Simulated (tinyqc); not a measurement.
# Elastic trap-assisted tunnelling through a dielectric: what changes with what

Emitter at x = 0 (Fermi level 0), collector at x = t (Fermi level -V), band edge U(x) = phi - F x, F = V/t. A trap at x has the energy E = U(x) - Et. With G(u) = (4/(3 F)) sqrt(mo/C) max(u, 0)^1.5, C = hbar^2/(2 m0): S1 = G(phi - E) - G(Et), S2 = G(Et) - G(phi - V - E), T1,2 = exp(-S1,2). The steady rate through one trap is nu T1 T2 (f1 - f2)/(T1 + T2), f1 = f(E), f2 = f(E + V), f(y) = 1/(1 + exp(y/Vt)); both contacts offer states at E.

Values chosen for this exercise; dielectric values close to those of hafnium oxide: temperature T = 300 K; barrier above the emitter Fermi level phi = 1.51 eV; tunnelling mass mo = 0.2 m0; thickness t = 6.8 nm; trap depth below the band edge of the dielectric Et = 1.12 eV; trap density Nt = 1.2e17 cm^-3; attempt frequency nu = 1e14 1/s; voltage V = 1.91 V.

Constants: q = 1.602176634e-19 C, kB = 1.380649e-23 J/K, hbar = 1.054571817e-34 J s, m0 = 9.1093837015e-31 kg, Vt = kB T/q, hbar^2/(2 m0) = 0.0380998212 eV nm^2. Results are converted to the units shown.

Each table varies one quantity; the others keep the values above.

## Current against voltage

J = q Nt times the integral of the rate over x. Direct S = (4/(3 F)) sqrt(mo/C) [phi^1.5 - max(phi - V, 0)^1.5].

Current against voltage:
```
V (V),J (A/cm^2),x of the peak over t,larger S there,direct S
0.3,3.84e-7,0.492,16.8,36.3
0.6,1.05e-4,0.485,17.0,34.2
0.9,0.00378,0.452,16.2,31.8
1.21,0.0119,0.416,15.8,29.0
1.51,0.0330,0.382,15.2,25.5
1.81,0.239,0.275,13.6,21.3
2.11,1.42,0.233,11.7,18.3
2.42,5.51,0.201,10.2,15.9
2.72,15.1,0.178,9.05,14.2
3.02,33.4,0.159,8.15,12.8
```

What does the table show?

J rises from 3.84e-7 to 33.4 A/cm^2, by 8.12 decades a volt between the first two rows and 1.15 between the last two. The position of the peak falls from 0.492 to 0.159 of t; only traps beyond x/t = (phi - Et)/V lie below the emitter Fermi level, with phi - Et = 0.390 eV.

## Effect of the trap depth

Same model as above.

The same in every row: direct S = 20.2.

Effect of the trap depth:
```
Et (eV),J (A/cm^2),x of the peak over t,larger S there
0.68,0.0417,0.434,14.0
0.8,0.218,0.371,12.4
0.92,0.913,0.314,10.8
1.05,0.899,0.276,11.7
1.17,0.250,0.249,13.8
1.29,0.0459,0.223,15.9
1.42,0.00738,0.385,17.1
1.54,0.00171,0.399,18.1
1.66,5.19e-4,0.410,19.0
```

J goes from 0.0417 through a maximum of 0.913 (at Et = 0.92 eV among the rows listed) to 5.19e-4 A/cm^2. Shallow traps near the emitter lie above its Fermi level and stay empty, while deep traps face higher barriers, so a middle depth conducts best.

Range of the model: Phonon-assisted (inelastic) capture, chains of traps and a spread of trap depths are left out.

Computed by the program tinyqc: `OMP_NUM_THREADS=1 python tinyqc.py 2370061 2370062 out.jsonl`, one thread of a shared Intel Xeon 2.30GHz, about 0.04 s for the whole run.
